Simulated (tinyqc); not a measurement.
# Inputs raised by 5 %, one at a time

Model: electron-beam lithography: double-Gaussian proximity function, edge placement and dose correction for parallel lines. Computed by tinyqc, a small Python program. Command: `OMP_NUM_THREADS=1 python tinyqc.py 3111035 3111036 out.jsonl proximity sens`. One thread of a shared host (Intel(R) Xeon(R) Processor @ 2.30GHz), about 0.02 s of CPU time with the checks.

Lines are infinitely long. Absorbed energy is counted so that the middle of a very large area written at dose 1 receives 1; the resist develops where it exceeds 1/2.

Inputs (values chosen for the exercise, of the order of those for 20 keV electrons in resist on silicon):
```
quantity                              value               unit
forward range alpha                   0.021         micrometre
backscatter range beta                  2.1         micrometre
backscatter ratio eta                  0.86                  -
base dose D0                            770  microcoulomb/cm^2
beam current                             33                 nA
pixel size                                2                 nm
width of the test line                 0.18         micrometre
pattern density around the test line    0.6                  -
```

line widths (micrometre): 0.035  0.066  0.032  0.051

gaps between the lines (micrometre): 1.1  0.062  0.096

Constants: e = 1.602176634e-19 C.

Method:
- The first line starts at x = 0; each next one starts after the width and the gap.
- f(r) = [exp(-r^2/alpha^2)/alpha^2 + eta exp(-r^2/beta^2)/beta^2]/(pi (1 + eta)). A line from a to b at dose d gives E(x) = d [S(alpha) + eta S(beta)]/(1 + eta), S(s) = [erf((b - x)/s) - erf((a - x)/s)]/2.
- M_ij is the mean of E at the two edges of line i from line j at dose 1.
- Uncorrected edge energies are M 1. Solve M d = 1/2 for the doses d that put the mean edge energy of every line at the threshold.
- A test line of width w << beta in surroundings of density rho, all at dose d: near its edge E(x) = d [S + eta rho]/(1 + eta), S = [erf((b - x)/alpha) - erf((a - x)/alpha)]/2 for edges a and b, the second term being the background energy. Dose to size d_s = (1 + eta)/(erf(w/alpha) + 2 eta rho), dose = d_s D0; edge slope d [1 - exp(-w^2/alpha^2)]/(sqrt(pi) alpha (1 + eta)); width change per 1 % of dose = 2 x 0.01 x (1/2)/slope.
- With dose = d_s D0: electrons per pixel N = dose x pixel area/e; relative noise 1/sqrt(N); time per cm^2 of pattern area = dose x density/current; pixel rate = current/(dose x pixel area).

Runs; columns: (1) input moved; (2) from; (3) to; (4) dose to size d_s; (5) width change per 1 % of dose (nm); (6) largest over smallest dose; (7) writing time per cm^2 (h):
```
(1)                                     (2)      (3)     (4)     (5)    (6)    (7)
base run                                  -        -  0.9154  0.7563  1.035  3.560
forward range alpha (micrometre)      0.021  0.02205  0.9154  0.7942  1.042  3.560
backscatter ratio eta                  0.86    0.903  0.9133  0.7755  1.036  3.552
width of the test line (micrometre)    0.18    0.189  0.9154  0.7563  1.035  3.560
pattern density around the test line    0.6     0.63  0.8927  0.7755  1.035  3.645
base dose D0 (microcoulomb/cm^2)        770    808.5  0.9154  0.7563  1.035  3.738
beam current (nA)                        33    34.65  0.9154  0.7563  1.035  3.390
pixel size (nm)                           2      2.1  0.9154  0.7563  1.035  3.560
```

Exponents ln(y'/y) / ln(x'/x):
```
input                                 dose to size d_s  width change per 1 % of dose  largest over smallest dose  writing time per cm^2
forward range alpha                              0.000                         1.000                       0.138                  0.000
backscatter ratio eta                           -0.046                         0.514                       0.016                 -0.046
width of the test line                           0.000                         0.000                       0.000                  0.000
pattern density around the test line            -0.514                         0.514                       0.000                  0.486
base dose D0                                     0.000                         0.000                       0.000                  1.000
beam current                                     0.000                         0.000                       0.000                 -1.000
pixel size                                       0.000                         0.000                       0.000                  0.000
```

To which inputs is each result most sensitive?

Among the inputs moved here: dose to size d_s answers most in size to pattern density around the test line (exponent -0.514), next to backscatter ratio eta (-0.046); its exponent is below 0.0005 for forward range alpha, width of the test line, base dose D0, beam current, pixel size. Width change per 1 % of dose answers most in size to forward range alpha (exponent +1.000), next to backscatter ratio eta (+0.514); its exponent is below 0.0005 for width of the test line, base dose D0, beam current, pixel size. Its exponent +1.000 in forward range alpha: the edge slope goes as 1/alpha. Largest over smallest dose answers most in size to forward range alpha (exponent +0.138), next to backscatter ratio eta (+0.016); its exponent is below 0.0005 for width of the test line, pattern density around the test line, base dose D0, beam current, pixel size. Writing time per cm^2 answers most in size to beam current (exponent -1.000), and about equally to base dose D0 (+1.000); its exponent is below 0.0005 for forward range alpha, width of the test line, pixel size.

Extremes, crossings and ranges named in words are read from the listed rows.
